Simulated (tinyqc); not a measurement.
Electron mobility in a silicon inversion layer, empirical terms and Matthiessen rule: two steps of the calculation.

Inversion layer of sheet density Ns on a uniformly doped body. The mobility terms are empirical power laws with prefactors chosen for the exercise; adding their inverses (Matthiessen) is itself an approximation.

Inputs (values chosen for the exercise); material values close to those of silicon:
- T = 293 K (temperature)
- eps_r = 11.6 (relative permittivity of the semiconductor)
- Nb = 1.9e18 cm^-3 (body doping)
- eta = 0.5 (weight of the inversion charge in the effective field)
- Ap = 450 cm^2/(V s) (phonon-limited mobility at 1 MV/cm and 300 K)
- As = 983 cm^2/(V s) (roughness-limited mobility at 1 MV/cm)
- gs = 2 (exponent of the roughness term)
- Ac = 3900 cm^2/(V s) (Coulomb prefactor)
- Nit = 2.6e10 cm^-2 (charge at the interface)
- Ns = 5.1e11 cm^-2 (inversion density)
- WL = 5 (ratio W/L)
- Vd = 0.05 V (drain voltage)
- I = 1.52 uA (measured linear current)

Constants: q = 1.602176634e-19 C, eps0 = 8.8541878128e-14 F/cm where lengths are in cm. Results are converted to the units shown.

Problem 1. Mobility terms and their sum. With t = T/(300 K): muC = Ac (Ns/1e12 cm^-2) t/(Nb/1e17 cm^-3 + Nit/1e11 cm^-2), muP = Ap E^(-1/3) t^(-1.75), muS = As E^(-gs); 1/mu is the sum of the inverses.

E = 1.1224960 MV/cm

Wanted: terms; mu; shares of 1/mu.

Solution 1.

terms (cm^2/(V s)): Coulomb 100.86, phonon 451.26, roughness 780.16
mu = 74.558 cm^2/(V s)
shares of 1/mu (%): Coulomb 73.921, phonon 16.522, roughness 9.5567

The Coulomb term limits most.

Problem 2. Inversion density for the measured current. I = (W/L) q Ns mu Vd. E = q (Ndep + eta Ns)/(eps0 eps_r) in MV/cm. Ns(new) = I/((W/L) q mu Vd).

Ns at the start = 3.6e11 cm^-2
Ndep = 6.9408336e12 cm^-2

Find: E; mu; Ns after iteration 1.

Solution 2.

E = 1.1108 MV/cm
mu = 57.113 cm^2/(V s)
Ns after iteration 1 = 6.6444e11 cm^-2

tinyqc, about 0.01 s, one thread, Intel Xeon 2.30GHz (shared host): `OMP_NUM_THREADS=1 python tinyqc.py 2510084 2510085 out.jsonl`
